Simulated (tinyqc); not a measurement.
Vertical double-diffused power MOSFET, components of the on-resistance: one step of the calculation.

Stripe cells of pitch Wp + a, two channels a cell. Current flows through the channels, spreads in the accumulation layer, passes the gap between the p bodies and spreads at 45 degrees into the drift layer below them. Low drain voltage, full ionisation.

Question. Components of the on-resistance. Pitch p = Wp + a, Cox = 3.9 eps0/tox; zero-bias depletion in the gap w0 = sqrt(2 eps0 eps_r Vbi/(q N Nj)), open gap g = a - 2 w0; R_ch = Lc p/(2 mch Cox Vov); R_acc = 0.6 a p/(4 mac Cox Vov), 0.6 being an empirical factor for current leaving the layer along its length; R_gap = (rho/Nj) xp p/g; spreading depth t = min(W, (p - g)/2); R_drift = (rho p/2) ln((g + 2 t)/g) + rho (W - t); R_on = the sum with Rs.

Inputs (values chosen for the exercise); bulk values close to those of silicon:
- eps_r = 11.7 (relative permittivity)
- tox = 66 nm (gate oxide thickness (eps_r 3.9))
- Vov = 13 V (gate overdrive)
- mch = 240 cm^2/(V s) (channel mobility)
- mac = 610 cm^2/(V s) (accumulation-layer mobility)
- Lc = 0.3 um (channel length)
- Wp = 2.6 um (width of the p body in one cell, channels included)
- a = 3.2 um (gap between neighbouring p bodies)
- xp = 1.4 um (depth of the p body)
- Nj = 1 (doping of the gap over the drift doping)
- Vbi = 0.735 V (built-in voltage of the body junction)
- Rs = 0.16 mohm cm^2 (substrate and contact resistance)

Constants: q = 1.602176634e-19 C, eps0 = 8.8541878128e-14 F/cm where lengths are in cm. Results are converted to the units shown.

N = 8.4257307e15 cm^-3
W = 3.0345824 um
mu = 876.23818 cm^2/(V s)
rho = 0.84539535 ohm cm

Give: w0; g; components; R_on; shares.

Answer.

w0 = 0.33587 um
g = 2.5283 um
components (mohm cm^2): channel 0.053296, accumulation 0.067101, gap 0.27151, drift 0.32181, substrate 0.16000
R_on = 0.87372 mohm cm^2
shares (%): channel 6.100, accumulation 7.680, gap 31.076, drift 36.832, substrate 18.312

The drift term is the largest. R_on is 3.41 times the ideal drift resistance, and spreading raises the drift term to 1.25 times it.

Program tinyqc, `OMP_NUM_THREADS=1 python tinyqc.py 2230026 2230027 out.jsonl`; Intel Xeon 2.30GHz, shared host, one thread, about 0.01 s.
